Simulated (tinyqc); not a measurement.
Raising U: Hubbard chain of 2 sites, mean field against exact. Computed by the program tinyqc. Collinear unrestricted mean field (the lowest of 40 random starts) against exact diagonalisation.

one-body matrix (hopping and site energies) (eV):
```
,1,2
1,0.0000,-1.6300
2,-1.6300,0.0000
```

electrons, up and down: 1  1

Exact and mean-field results (eV):
```
U,U/t,E exact,E mean field,mean |n_up - n_down|,"double occupancy, exact",first gap in the sector
0.810,0.497,-2.88006,-2.85500,0.000,0.219,2.880
1.630,1.000,-2.54533,-2.44500,0.000,0.189,2.545
3.260,2.000,-2.01479,-1.63000,5.18e-04,0.138,2.015
4.890,3.000,-1.63000,-1.08667,0.745,0.100,1.630
9.780,6.000,-0.98705,-0.54333,0.943,0.042,0.987
13.040,8.000,-0.76958,-0.40750,0.968,0.026,0.770
19.560,12.000,-0.52903,-0.27167,0.986,0.013,0.529
32.600,20.000,-0.32280,-0.16300,0.995,4.85e-03,0.323
```

Estimate the missing row, U = 6.52.

Computed row:
```
U        U/t   E exact  E mean field  mean |n_up - n_down|  double occupancy, exact  first gap in the sector
6.520  4.000  -1.35034      -0.81500                 0.866                    0.073                    1.350
```

In absolute terms mean field is worst at U/t = 3.0, 0.543 eV too high: at small U it is nearly exact, and at large U it misses only exchange-scale energies. For the symmetric dimer the instability lies at U = 2t. Its local moments set in at U/t = 3.0 of those listed, a broken symmetry that the exact state of a finite cluster with equal spins does not have. Relative to the exact energy its error is 0.9 % at the smallest U, 50 % at most and 50 % at the largest. The double occupancy falls from 0.219 to 0.005; at the largest U the first gap is 0.99 times the exchange scale 4t^2/U.
